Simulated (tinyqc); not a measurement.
Vibrations of a mass or spring defect in a linear chain: one step, computed by the program tinyqc. Command: `OMP_NUM_THREADS=1 python tinyqc.py 3016503 3016504 out.jsonl localmode walk`. One thread of a shared host (Intel(R) Xeon(R) Processor @ 2.30GHz), about 0.01 s of CPU time with the checks.

A ring of N atoms with nearest-neighbour springs k and motion along the chain. Atom 1 is the defect, of mass M', and its two springs are k'. Odd sites are A (the defect replaces an A atom), even sites B.

Task: Frequencies of the ring. Diagonalise D and leave out the zero eigenvalue of the uniform shift. nu = 15.6333042 THz x sqrt(lambda), lambda in eV/(angstrom^2 u).

Host: diatomic.

D (eV/(angstrom^2 u)):
```
[[0.3585421, -0.1982418, 0.0000000, 0.0000000, 0.0000000, -0.1982418],
 [-0.1982418, 0.4384401, -0.1519733, 0.0000000, 0.0000000, 0.0000000],
 [0.0000000, -0.1519733, 0.2107095, -0.1519733, 0.0000000, 0.0000000],
 [0.0000000, 0.0000000, -0.1519733, 0.4384401, -0.1519733, 0.0000000],
 [0.0000000, 0.0000000, 0.0000000, -0.1519733, 0.2107095, -0.1519733],
 [-0.1982418, 0.0000000, 0.0000000, 0.0000000, -0.1519733, 0.4384401]]
```

Constants: nu for 1 eV/(angstrom^2 u) = 15.6333042 THz.

Give: nonzero frequencies.

Result:

nonzero frequencies (THz): [5.74, 6.54, 11.21, 11.59, 13.28]
